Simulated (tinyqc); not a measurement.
Heisenberg spin cluster by exact diagonalisation: multiplets, susceptibility, level crossings. From entropy back to temperature T. Computed by tinyqc, a small Python program. Command: `OMP_NUM_THREADS=1 python tinyqc.py 3023032 3023033 out.jsonl spincl inv`. One thread of a shared host (Intel(R) Xeon(R) Processor @ 2.30GHz), about 0.01 s of CPU time with the checks.

H = J1 sum S_i.S_j over the bonds 1-2 - g mu_B B S_z; J > 0 is antiferromagnetic.

Inputs (values chosen for the exercise, for a model cluster): exchange J1 = 0.996 meV; g factor = 2.06.

Cluster: dimer. Spin s of each site: 1.

Constants: k_B = 8.617333262e-05 eV/K.

Method. Every multiplet has one member in the block S_z = 0; diagonalise it and read the total spin from <S^2> = S (S + 1). Z = sum k (2S + 1) exp(-E/(k_B T)) over the table, k the number of multiplets; <S^2> likewise with the factor S (S + 1); chi T = N_A g^2 mu_B^2 <S^2>/(3 k_B) = 0.125049 g^2 <S^2> cm^3 K/mol (cgs, per mole of clusters); C = (<E^2> - <E>^2)/(k_B T)^2; entropy = ln Z + <E>/(k_B T).

Task: A run gave the result below. Find the temperature T, known to lie between 6.9 and 15 K.

entropy = 1.49959 k_B

Result:

Each step takes the trial c = (a f_b - b f_a)/(f_b - f_a), f being the result less the target and a, b, c the logarithms of the listed values; c replaces end b, the old b replaces a if the sign of f changed, and otherwise f_a is halved.

Scan of the range:
```
temperature T (K)  entropy (k_B)
6.90                     1.16041
7.85                     1.29067
8.94                     1.41654
10.20                    1.53683
11.60                    1.64497
13.20                    1.74262
15.00                    1.82724
```

False position (Illinois rule, in the logarithm of the input) inside the bracket:
```
step    end a    end b    trial  entropy (k_B)
1     8.94000  10.2000  9.79199        1.50051
2     8.94000   9.7920  9.77269        1.49873
3     9.79199   9.7727  9.78200        1.49959
4     9.77269   9.7820  9.78200        1.49959
```

Entropy rises at every point of a 13-point scan of the range (every second point is shown), so one value fits; it is bracketed by 8.94 and 10.2. Answer: temperature T = 9.782 K.
